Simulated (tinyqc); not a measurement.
Changing the crack length L: wafer bonding and layer transfer: bond energy, gap closing, particles, bonding of dissimilar wafers and hydrogen blisters. Computed by tinyqc, a small Python program. Command: `OMP_NUM_THREADS=1 python tinyqc.py 3011501 3011502 out.jsonl bond sweep`. One thread of a shared host (Intel(R) Xeon(R) Processor @ 2.30GHz), about 0.01 s of CPU time with the checks.

gamma is the energy per area of each of the two surfaces; plates are isotropic.

Inputs (values chosen for the exercise, for model wafers): Young's modulus E1 = 136 GPa; Young's modulus E2 = 86.7 GPa; Poisson ratio nu = 0.24; thickness t1 = 625 micrometre; thickness t2 = 1000 micrometre; blade thickness t_b = 230 micrometre; particle radius h = 1.6 micrometre; radius of a shallow gap R = 0.0032 mm; half height of the gap h_g = 3.4 nm.

Pair: two different wafers.

Method:
- Two cantilevers opened by t_b: gamma = 3 t_b^2 E1 t1^3 E2 t2^3/(16 L^4 (E1 t1^3 + E2 t2^3)).
- E' = E1/(1 - nu^2), equal wafers of thickness t1 assumed. A gap of radius R closes if h_g < h_c: h_c = R^2/sqrt((2/3) E' t1^3/gamma) for R > 2 t1 (plate bending), h_c = 3.6 sqrt(R gamma/E') for R < 2 t1 (local deformation).
- E' = E1/(1 - nu^2), equal wafers assumed. Void radius in the plate regime: R_v = [(2/3) E' t1^3/gamma]^(1/4) h^(1/2). Below h_crit = 5 sqrt(t1 gamma/E') the wafers deform locally and R_v is of the order of h (taken as h).

One run for each value:
```
crack length L (mm)  bond energy gamma (J/m^2)  void radius (micrometre)  closable height h_c (nm)
19                                      1.8273                    2395.1                    22.916
22                                      1.0166                    2773.3                    17.092
26                                      0.5211                    3277.5                    12.237
30                                      0.2940                    3781.7                     9.192
35                                      0.1587                    4412.0                     6.753
40                                      0.0930                    5042.3                     5.170
47                                      0.0488                    5924.7                     3.745
54                                      0.0280                    6807.1                     2.837
```

What does the table show, and why?

Over the rows, bond energy gamma (J/m^2) falls from 1.83 to 0.0280 (exponent d ln y / d ln x about -4.0 throughout); void radius (micrometre) rises from 2400 to 6810 (exponent d ln y / d ln x about 1.0 throughout); closable height h_c (nm) falls from 22.9 to 2.84 (exponent d ln y / d ln x about -2.0 throughout). The exponent of bond energy gamma stays at -4: beam compliance goes as L^3.
